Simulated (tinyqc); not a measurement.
Moment against the Stoner parameter: Stoner model of a band ferromagnet.

Density of states per atom and spin: triangular, D(e) = (4 M/W^2) (W/2 - |e|). Levels e -/+ I m/2 for up and down spin, m = n_up - n_down, n_up + n_down = nd. At zero temperature e(N) is the energy below which N states lie, and E(m) = sum over spins of integral e D de - I m^2/4.

Inputs chosen for the exercise:
- W = 6.2 eV (band width, e from -W/2 to W/2)
- M = 5 (states per atom and spin)
- nd = 8.22 (electrons per atom)

Lowest state for each I.

Results:
```
I (eV)  I D(EF)  m (muB)  E - E(0) (meV)
0.63      0.606    0.000             0.0
0.84      0.808    0.000             0.0
0.94      0.905    0.000             0.0
1.04      1.001    0.146             0.0
1.15      1.107    1.378           -29.6
1.30      1.251    1.710          -123.7
1.56      1.501    1.780          -326.5
1.87      1.800    1.780          -572.1
```

A moment first appears at I = 1.04 eV of those listed, where I D(EF) = 1.001. It is saturated at 1.780 from I = 1.56 eV on.

Run: tinyqc, `OMP_NUM_THREADS=1 python tinyqc.py 1682113 1682114 out.jsonl`; Intel(R) Xeon(R) Processor @ 2.30GHz, one thread, shared host; about 0.4 s of CPU time with all checks.
